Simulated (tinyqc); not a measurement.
Stress in a transistor channel from embedded alloy regions, liners and fins, by half-space elasticity. Inputs raised by 10 %, one at a time. Computed by tinyqc, a small Python program. Command: `OMP_NUM_THREADS=1 python tinyqc.py 3006657 3006658 out.jsonl stressor sens`. One thread of a shared host (Intel(R) Xeon(R) Processor @ 2.30GHz), about 0.04 s of CPU time with the checks.

Plane strain in an isotropic half-space, the same constants everywhere; x along the channel from its centre, y downwards from the free surface; stress is positive in tension.

Inputs (values chosen for the exercise, modelled on silicon):
```
quantity                                   value      unit
alloy fraction x                           0.016         -
lattice change per unit x, beta           -0.454         -
Young's modulus E                            159       GPa
Poisson ratio nu                            0.23         -
channel length L                              78        nm
length of each stressor S                    115        nm
recess depth d                                50        nm
depth of the field point y                   4.8        nm
liner stress                                 1.6       GPa
liner thickness t                             35        nm
length of a cut fin or stripe                640        nm
height of the strained layer h                38        nm
longitudinal piezoresistance coefficient   -33.2  1e-11/Pa
vertical piezoresistance coefficient        54.6  1e-11/Pa
```

Stressor: Si(1-x)C(x) source and drain.

Method:
- Misfit e = beta x. A fully constrained inclusion holds the stress -p with p = E e/(1 - 2 nu); a blanket film would hold -E e/(1 - nu) in the plane.
- A line element dA of misfit at (a, c) in the half-space gives, with C = E e/(2 pi (1 - nu)), X = x - a, r1^2 = X^2 + (y - c)^2, r2^2 = X^2 + Y^2, Y = y + c: s_xx = -C dA {[X^2 - (y - c)^2]/r1^4 + 3 [X^2 - Y^2]/r2^4 + 4 y Y (Y^2 - 3 X^2)/r2^6}, s_yy = C dA {[X^2 - (y - c)^2]/r1^4 - [X^2 - Y^2]/r2^4 + 4 y Y (Y^2 - 3 X^2)/r2^6}. These are integrated over two rectangles, L/2 < |a| < L/2 + S, 0 < c < d (closed form in a, 200 Gauss-Legendre points in c).
- The liner over source and drain ends at the gate, x = -/+ L/2, and pulls there with the force per width F = (liner stress) t along the surface. A tangential line force gives s_xx = (2 F/pi) X^3/(X^2 + y^2)^2 at the distance X; two of them add at the centre, X = L/2. For L > 3.5 y the concentrated force is an upper bound.
- d mu/mu = -(pi_L s_xx + pi_z s_yy) for the embedded regions alone; the stress across the width is left out.
- Shear-lag estimate for a stripe of length l and height h on a like substrate: the stress along it is s(x)/s_film = 1 - cosh(x/lam)/cosh(l/(2 lam)), lam = (pi/2) g h with g = 1.258; mean = 1 - (2 lam/l) tanh(l/(2 lam)).

Runs:
```
input moved                           from      to  s_xx (MPa)  mobility change (%)  s_xx from the liner (MPa)  share kept on average
base run                                 -       -         988                32.61                       1774                 0.7654
alloy fraction x                     0.016  0.0176        1087                35.88                       1774                 0.7654
Young's modulus E (GPa)                159   174.9        1087                35.88                       1774                 0.7654
channel length L (nm)                   78    85.8         935                30.86                       1621                 0.7654
length of each stressor S (nm)         115   126.5        1026                33.87                       1774                 0.7654
depth of the field point y (nm)        4.8    5.28         973                32.08                       1763                 0.7654
liner thickness t (nm)                  35    38.5         988                32.61                       1951                 0.7654
height of the strained layer h (nm)     38    41.8         988                32.61                       1774                 0.7421
```

Exponents ln(y'/y) / ln(x'/x):
```
input                             s_xx  mobility change  s_xx from the liner  share kept on average
alloy fraction x                 1.000            1.000                0.000                  0.000
Young's modulus E                1.000            1.000                0.000                  0.000
channel length L                -0.576           -0.580               -0.946                  0.000
length of each stressor S        0.396            0.397                0.000                  0.000
depth of the field point y      -0.162           -0.173               -0.066                  0.000
liner thickness t                0.000            0.000                1.000                  0.000
height of the strained layer h   0.000            0.000                0.000                 -0.325
```

Among the inputs moved here: s_xx answers most in size to alloy fraction x (exponent +1.000), and about equally to Young's modulus E (+1.000); its exponent is below 0.0005 for liner thickness t, height of the strained layer h. Its exponent +1.000 in alloy fraction x: linear elasticity. Mobility change answers most in size to alloy fraction x (exponent +1.000), and about equally to Young's modulus E (+1.000); its exponent is below 0.0005 for liner thickness t, height of the strained layer h. s_xx from the liner answers most in size to liner thickness t (exponent +1.000), next to channel length L (-0.946); its exponent is below 0.0005 for alloy fraction x, Young's modulus E, length of each stressor S, height of the strained layer h. Its exponent +1.000 in liner thickness t: force is stress times thickness. Share kept on average answers most in size to height of the strained layer h (exponent -0.325); its exponent is below 0.0005 for alloy fraction x, Young's modulus E, channel length L, length of each stressor S, depth of the field point y, liner thickness t.

Caution (all rows): the real force is spread over several liner thicknesses, so for a channel this short the concentrated force clearly overstates the stress. Caution (all rows): beyond a few hundred MPa bulk piezoresistance coefficients no longer describe an inversion layer well.
